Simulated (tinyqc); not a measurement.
A chain with uneven site energies and dephasing by Buettiker voltage probes: two steps of the calculation.

Sites 1 to 3 form a chain with hopping -t. Lead L joins site 1 and lead R site 3, both semi-infinite chains with hopping -t and site energy 0. Every site carries a probe with self-energy -i Gamma_p/2 that draws no net current. Linear response at zero temperature: mu_L = 1, mu_R = 0 in units of the bias.

Constants: q = 1.602176634e-19 C, h = 6.62607015e-34 J s. Results are converted to the units shown.

Problem 1. Probe potentials and effective transmission. No current into probe p: W mu = T_pL with W_pp = T_pL + T_pR + sum_q T_pq and W_pq = -T_pq. Then T_eff = T_RL + sum_p T_pR mu_p, and the resistance is (h/2q^2)/T_eff.

T_RL = 0.52652675

```
probe        T_pL        T_pR
1      0.14618880  0.09219667
2      0.20551468  0.21878235
3      0.09219667  0.14471158
```

T_pq:
```
             1            2            3
1  0.000000000  0.035986336  0.016143958
2  0.035986336  0.000000000  0.038309552
3  0.016143958  0.038309552  0.000000000
```

Wanted: W; mu_p; T_eff; resistance.

Solution 1.

W:
```
          1         2         3
1   0.29052  -0.03599  -0.01614
2  -0.03599   0.49859  -0.03831
3  -0.01614  -0.03831   0.29136
```

mu_p, probe 1 to 3: 0.58638  0.48623  0.41286
T_eff = 0.74671
resistance = 17.284 kohm

Problem 2. Current at both leads. In units of (2 q^2/h) times the bias, T_RL + sum_p T_pL (1 - mu_p) leaves L and T_RL + sum_p T_pR mu_p enters R.

T_RL = 0.52652675

```
probe        T_pL        T_pR        mu_p
1      0.14618880  0.09219667  0.58637677
2      0.20551468  0.21878235  0.48623347
3      0.09219667  0.14471158  0.41285616
```

Wanted: current leaving L; current entering R.

Solution 2.

current leaving L = 0.7467
current entering R = 0.7467

The two are equal: the probes conserve the current.

Program tinyqc, `OMP_NUM_THREADS=1 python tinyqc.py 2700125 2700126 out.jsonl`; Intel Xeon 2.30GHz, shared host, one thread, about 0.01 s.
